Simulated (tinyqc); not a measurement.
MP2 on RHF in the sto-6g basis, for H6, spin multiplicity 1, step by step. One step of it, computed by the program tinyqc.

Question. Iteration 1: diagonalisation and new density. Diagonalise F' = X^T F X, C = X C', fill 3 alpha and 3 beta electrons from the bottom; D = 2 C_occ C_occ^T. Each column has its largest component positive (the first on a tie).

Fock matrix F (hartree), order 1H 1s, 2H 1s, 3H 1s, 4H 1s, 5H 1s, 6H 1s:
```
[[-0.251549, -0.465791, -0.128506, -0.004620, -0.008205, -0.011554],
 [-0.465791, -0.298759, -0.290571, -0.088497, -0.012852, -0.008205],
 [-0.128506, -0.290571, -0.147045, -0.384158, -0.088497, -0.004620],
 [-0.004620, -0.088497, -0.384158, -0.147045, -0.290571, -0.128506],
 [-0.008205, -0.012852, -0.088497, -0.290571, -0.298759, -0.465791],
 [-0.011554, -0.008205, -0.004620, -0.128506, -0.465791, -0.251549]]
```

X, order 1H 1s, 2H 1s, 3H 1s, 4H 1s, 5H 1s, 6H 1s:
```
[[1.147741, -0.359099, 0.056410, -0.014482, 0.002751, -0.000722],
 [-0.359099, 1.237260, -0.282261, 0.060443, -0.010202, 0.002751],
 [0.056410, -0.282261, 1.244512, -0.384105, 0.060443, -0.014482],
 [-0.014482, 0.060443, -0.384105, 1.244512, -0.282261, 0.056410],
 [0.002751, -0.010202, 0.060443, -0.282261, 1.237260, -0.359099],
 [-0.000722, 0.002751, -0.014482, 0.056410, -0.359099, 1.147741]]
```

Give: F' = X^T F X; orbital energies; coefficients C; D after iteration 1.

Answer.

F' = X^T F X (hartree):
```
[[0.009, -0.488, 0.058, 0.002, -0.004, -0.009],
 [-0.488, 0.089, -0.354, 0.105, -0.018, -0.004],
 [0.058, -0.354, 0.274, -0.539, 0.105, 0.002],
 [0.002, 0.105, -0.539, 0.274, -0.354, 0.058],
 [-0.004, -0.018, 0.105, -0.354, 0.089, -0.488],
 [-0.009, -0.004, 0.002, 0.058, -0.488, 0.009]]
```

orbital energies (hartree): [-0.531, -0.485, -0.252, 0.311, 0.588, 1.112]

coefficients C, order 1H 1s, 2H 1s, 3H 1s, 4H 1s, 5H 1s, 6H 1s:
```
[[0.302, 0.366, -0.363, 0.668, -0.706, 0.385],
 [0.357, 0.407, -0.145, -0.481, 0.832, -0.711],
 [0.214, 0.118, 0.516, -0.448, -0.289, 1.083],
 [0.214, -0.118, 0.516, 0.448, -0.289, -1.083],
 [0.357, -0.407, -0.145, 0.481, 0.832, 0.711],
 [0.302, -0.366, -0.363, -0.668, -0.706, -0.385]]
```

D after iteration 1, order 1H 1s, 2H 1s, 3H 1s, 4H 1s, 5H 1s, 6H 1s:
```
[[0.714, 0.618, -0.159, -0.332, 0.023, 0.178],
 [0.618, 0.627, 0.100, -0.093, -0.035, 0.023],
 [-0.159, 0.100, 0.652, 0.596, -0.093, -0.332],
 [-0.332, -0.093, 0.596, 0.652, 0.100, -0.159],
 [0.023, -0.035, -0.093, 0.100, 0.627, 0.618],
 [0.178, 0.023, -0.332, -0.159, 0.618, 0.714]]
```
